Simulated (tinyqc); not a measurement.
Capture against depth of the level: configuration-coordinate model of carrier capture at a defect.

Two parabolas of equal curvature k in one coordinate Q: with the carrier free at the band edge, U_f = k Q^2/2; with the carrier trapped, U_t = k (Q - dQ)^2/2 - ET. ER = k dQ^2/2, Huang-Rhys factor S = ER/hw, hw = 0.0646541 sqrt(k/M) eV for k in eV/angstrom^2 and M in u. The curves cross at a height Eb = (ER - ET)^2/(4 ER) above the free minimum.

Multiphonon factor for giving p = ET/hw phonons to the lattice: W = exp(-S (2 nb + 1)) ((nb + 1)/nb)^(p/2) I_p(x), nb = 1/(exp(hw/kT) - 1), x = 2 S sqrt(nb (nb + 1)), I_p the modified Bessel function. Classical limit: W = hw exp(-Eb/kT)/sqrt(4 pi ER kT). At T = 0: exp(-S) S^p/Gamma(p + 1).

Constants: kB = 8.617333262e-05 eV/K.

Values chosen for the exercise (out of a larger set: of the size met at a DX centre in AlGaAs; not measured data):

| symbol | value | unit | meaning |
|---|---|---|---|
| ER | 0.77 | eV | relaxation energy |
| hw | 0.013 | eV | phonon energy of the mode |
| T | 350 | K | temperature |

ET is varied at fixed ER, hw and T, as by moving the band edge with alloying or pressure.

Against ET:

| ET/ER | ET (eV) | Eb (eV) | log10 W | log10 W, classical |
|---|---|---|---|---|
| 0.10 | 0.077 | 0.1559 | -3.852 | -3.864 |
| 0.25 | 0.193 | 0.1083 | -3.167 | -3.178 |
| 0.50 | 0.385 | 0.0481 | -2.305 | -2.312 |
| 0.75 | 0.578 | 0.0120 | -1.791 | -1.792 |
| 1.00 | 0.770 | 0.0000 | -1.622 | -1.619 |
| 1.25 | 0.963 | 0.0120 | -1.794 | -1.792 |
| 1.50 | 1.155 | 0.0481 | -2.305 | -2.312 |
| 2.00 | 1.540 | 0.1925 | -4.316 | -4.391 |
| 3.00 | 2.310 | 0.7700 | -12.132 | -12.706 |

Capture is fastest at ET/ER = 1 among these rows, where the barrier vanishes or nearly so. The classical form is symmetric about ET = ER; the quantum one gives -2.31 at 0.5 and -2.30 at 1.5, against -2.31 for both. At ET = 3 ER it lies 0.6 decades above the classical value: deep levels capture by emitting many phonons, and the rate falls with depth by 10.2 decades per eV between the last two rows. Rows deeper than the gap of the host are formal.

tinyqc: `OMP_NUM_THREADS=1 python tinyqc.py 1451692 1451693 out.jsonl`; about 0.01 s, one thread, shared Intel(R) Xeon(R) Processor @ 2.30GHz.
